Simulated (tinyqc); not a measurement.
# Inputs raised by 5 %, one at a time

Model: Debye-Callaway model of lattice thermal conductivity. Computed by tinyqc, a small Python program. Command: `OMP_NUM_THREADS=1 python tinyqc.py 3009467 3009468 out.jsonl callaway sens`. One thread of a shared host (Intel(R) Xeon(R) Processor @ 2.30GHz), about 0.03 s of CPU time with the checks.

Three acoustic branches with one velocity v, cut at omega_D = k_B Theta/hbar; x = hbar omega/(k_B T). v and Theta are separate inputs: Theta cuts off the heat-carrying modes, so C need not reach 3 k_B/V. gamma is an effective value that sets the umklapp rate. Heat flows along the film.

Inputs (values chosen for the exercise, modelled on aluminium nitride):
```
quantity                                value        unit
sound velocity v                         7100         m/s
Debye temperature Theta                   957           K
volume per atom V                        10.4  angstrom^3
mean atomic mass M                       20.5           u
effective Grueneisen parameter gamma     2.19           -
umklapp exponent divisor b                  3           -
mass variance Gamma                   4.8e-06           -
film thickness t                          1.3  micrometre
specularity p                               0           -
temperature T                             300           K
probe frequency omega/omega_D            0.85           -
```

Sample: film. Point defects: isotopes. Normal processes: left out.

Constants: k_B = 1.380649e-23 J/K; hbar = 1.054571817e-34 J s; u = 1.6605390666e-27 kg.

Method:
- Gamma is given directly by the isotope mixture. A = V Gamma/(4 pi v^3).
- Rates: point defects A omega^4; umklapp B omega^2 T exp(-Theta/(b T)) with B = hbar gamma^2/(M v^2 Theta). Film: the bulk time tau of each mode, from the resistive rates above, is multiplied by the Fuchs-Sondheimer factor F = (3/2) int_0^1 (1 - u^2) [1 - (1 - p) (u/d) (1 - E)/(1 - p E)] du, with E = exp(-d/u), d = t/(v tau), by 48 Gauss-Legendre points in z with u = z^4; the boundary rate is defined as 1/(F tau) - 1/tau.
- The resistive time is tau_R = 1/(boundary + point-defect + umklapp rates), and the free path is v tau_R.
- kappa_1 = c int tau_C g dx, g = x^4 e^x/(e^x - 1)^2, c = (k_B/(2 pi^2 v)) (k_B T/hbar)^3, over 0 < x < min(Theta/T, 40), by 96 Gauss-Legendre points in s with x = x_max s^2; tau_C = tau_R, the inverse of the summed rates, and kappa = kappa_1.
- Heat capacity C = 3 c int g dx / v^2; grey free path 3 kappa/(C v); the median free path v tau_C halves kappa_1 when the quadrature points are ordered by free path (each counted at half its weight, interpolated in the logarithm); likewise at 10 % and 90 %.

Runs:
```
input moved                              from        to  heat capacity C (J/(m^3 K))  grey free path (nm)  median free path (nm)  free path (nm)
base run                                    -         -                    2.426e+06                46.09                  64.42           19.43
Debye temperature Theta (K)               957   1004.85                    2.692e+06                47.13                  66.65           19.50
volume per atom V (angstrom^3)           10.4     10.92                    2.426e+06                46.09                  64.42           19.43
mean atomic mass M (u)                   20.5    21.525                    2.426e+06                48.23                  67.23           20.40
effective Grueneisen parameter gamma     2.19    2.2995                    2.426e+06                42.08                  59.11           17.64
mass variance Gamma                   4.8e-06  5.04e-06                    2.426e+06                46.09                  64.42           19.43
film thickness t (micrometre)             1.3     1.365                    2.426e+06                46.24                  64.80           19.44
temperature T (K)                         300       315                    2.523e+06                41.30                  57.39           17.61
```

Exponents ln(y'/y) / ln(x'/x):
```
input                                 heat capacity C  grey free path  median free path  free path
Debye temperature Theta                         2.132           0.455             0.700      0.072
volume per atom V                               0.000          -0.002             0.001     -0.004
mean atomic mass M                              0.000           0.930             0.877      0.990
effective Grueneisen parameter gamma            0.000          -1.865            -1.762     -1.982
mass variance Gamma                             0.000          -0.002             0.001     -0.004
film thickness t                                0.000           0.067             0.121      0.006
temperature T                                   0.802          -2.250            -2.368     -2.019
```

To which inputs is each result most sensitive?

Among the inputs moved here: heat capacity C answers most in size to Debye temperature Theta (exponent +2.132), next to temperature T (+0.802); its exponent is below 0.0005 for volume per atom V, mean atomic mass M, effective Grueneisen parameter gamma, mass variance Gamma, film thickness t. Grey free path answers most in size to temperature T (exponent -2.250), next to effective Grueneisen parameter gamma (-1.865). Median free path answers most in size to temperature T (exponent -2.368), next to effective Grueneisen parameter gamma (-1.762). Free path answers most in size to temperature T (exponent -2.019), and about equally to effective Grueneisen parameter gamma (-1.982).
